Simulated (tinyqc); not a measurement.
Epitaxial growth on a vicinal surface: Burton-Cabrera-Frank step flow, step-edge barrier and island nucleation. Changing the step-edge barrier E_s. Computed by tinyqc, a small Python program. Command: `OMP_NUM_THREADS=1 python tinyqc.py 3023202 3023203 out.jsonl stepflow sweep`. One thread of a shared host (Intel(R) Xeon(R) Processor @ 2.30GHz), about 0.02 s of CPU time with the checks.

Adatoms land at rate F, hop on a square grid (a simplification for hexagonal faces), desorb, or join steps. Lengths are in units of a and n is the adatom coverage. Steps ascend at x = 0 and descend at x = l.

Inputs (values chosen for the exercise, close to those used for Si(111)): site spacing a = 3.84 angstrom; step height h = 3.14 angstrom; diffusion barrier E_d = 1.1 eV; desorption energy E_a = 2.98 eV; adatom formation energy E_f = 1.01 eV; attempt frequency nu = 1 THz; deposition rate F = 0.59 layers/s; miscut angle = 0.2 degrees; temperature T = 980 C; critical nucleus size i = 1.

Constants: k_B = 8.617333262e-05 eV/K.

Method:
- D = nu exp(-E_d/(k_B T)) (a^2/s, nu counted per direction); tau = exp(E_a/(k_B T))/nu; x_s = sqrt(D tau); n_eq = exp(-E_f/(k_B T)); terrace width l = h/(a tan(miscut)); Schwoebel length l_s = exp(E_s/(k_B T)) - 1.
- Temperatures in kelvin are T(C) + 273.15.
- D n'' - n/tau + F = 0 with n(0) = n_eq and -l_s n'(l) = n(l) - n_eq. With u = n - F tau, A = n_eq - F tau, y = l/x_s, s = l_s/x_s: u = A cosh(x/x_s) + B sinh(x/x_s), B = A (1 - cosh y - s sinh y)/(sinh y + s cosh y). Flux into the ascending step J+ = D B/x_s, over the descending one J- = -(D/x_s)(A sinh y + B cosh y); step velocity J+ + J-; growth rate (J+ + J-)/l. For small y: J+ + J- = (F - n_eq/tau) l, J-/J+ = l/(l + 2 l_s).
- The coverage peaks where n' = 0, tanh(x/x_s) = -B/A.

One run for each value; columns: (1) step-edge barrier E_s (eV); (2) J- (atoms per step site and s); (3) J+ (atoms per step site and s); (4) peak coverage; (5) position of the peak (a); (6) Schwoebel length l_s (a):
```
(1)      (2)     (3)         (4)     (5)     (6)
0.00  69.086  69.086  1.9408e-04  117.13    0.00
0.05  68.913  69.259  1.9462e-04  117.42    0.59
0.10  68.639  69.533  1.9547e-04  117.88    1.52
0.15  68.209  69.963  1.9682e-04  118.61    3.01
0.20  67.536  70.635  1.9895e-04  119.75    5.37
0.30  64.904  73.265  2.0746e-04  124.22   15.09
0.40  59.089  79.076  2.2738e-04  134.07   39.61
0.50  48.190  89.967  2.6880e-04  152.54  101.53
```

Over the rows, J- (atoms per step site and s) falls from 69.1 to 48.2; J+ (atoms per step site and s) rises from 69.1 to 90.0; peak coverage rises from 1.94e-4 to 2.69e-4. The barrier matters once l_s is comparable with l; in the limit the descending step reflects, the peak moves to x = l and the excess coverage is four times as large when desorption is weak.

Caution (all rows): twice the distance from the ascending step to the coverage peak exceeds the expected island spacing [0.25 (F/D)^(i/(i+2)) exp(E_i/((i+2) k_B T))]^(-1/2) by 40 % or more, so islands nucleate and the step-flow values are formal.

Extremes, crossings and ranges named in words are read from the listed rows.
